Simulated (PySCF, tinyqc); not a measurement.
Inside a calculation. Method: RHF in the sto-3g basis, for H4, spin multiplicity 1. The lowest restricted solution is unstable here: a spin-polarised one lies 0.0921 hartree lower (PySCF). One step of it, computed by the program tinyqc.

Problem. Iteration 3: diagonalisation and new density. Diagonalise F' = X^T F X, C = X C', fill 2 alpha and 2 beta electrons from the bottom; D = 2 C_occ C_occ^T. Each column has its largest component positive (the first on a tie).

Fock matrix F (hartree), order 1H 1s, 2H 1s, 3H 1s, 4H 1s:
```
[[-0.144697, -0.307422, -0.045710, 0.019837],
 [-0.307422, -0.175154, -0.236019, -0.045710],
 [-0.045710, -0.236019, -0.175154, -0.307422],
 [0.019837, -0.045710, -0.307422, -0.144697]]
```

X, order 1H 1s, 2H 1s, 3H 1s, 4H 1s:
```
[[1.030275, -0.148449, 0.021392, -0.002830],
 [-0.148449, 1.068523, -0.168028, 0.021392],
 [0.021392, -0.168028, 1.068523, -0.148449],
 [-0.002830, 0.021392, -0.148449, 1.030275]]
```

Give: F' = X^T F X; orbital energies; coefficients C; D after iteration 3.

Solution.

F' = X^T F X (hartree):
```
[[-0.0641, -0.2974, 0.0284, 0.0179],
 [-0.2974, -0.0282, -0.2264, 0.0284],
 [0.0284, -0.2264, -0.0282, -0.2974],
 [0.0179, 0.0284, -0.2974, -0.0641]]
```

orbital energies (hartree): [-0.4390, -0.2965, 0.1381, 0.4128]

coefficients C, order 1H 1s, 2H 1s, 3H 1s, 4H 1s:
```
[[0.3365, 0.5441, 0.6501, -0.5020],
 [0.4745, 0.3806, -0.4340, 0.7963],
 [0.4745, -0.3806, -0.4340, -0.7963],
 [0.3365, -0.5441, 0.6501, 0.5020]]
```

D after iteration 3, order 1H 1s, 2H 1s, 3H 1s, 4H 1s:
```
[[0.8185, 0.7335, -0.0948, -0.3656],
 [0.7335, 0.7400, 0.1607, -0.0948],
 [-0.0948, 0.1607, 0.7400, 0.7335],
 [-0.3656, -0.0948, 0.7335, 0.8185]]
```
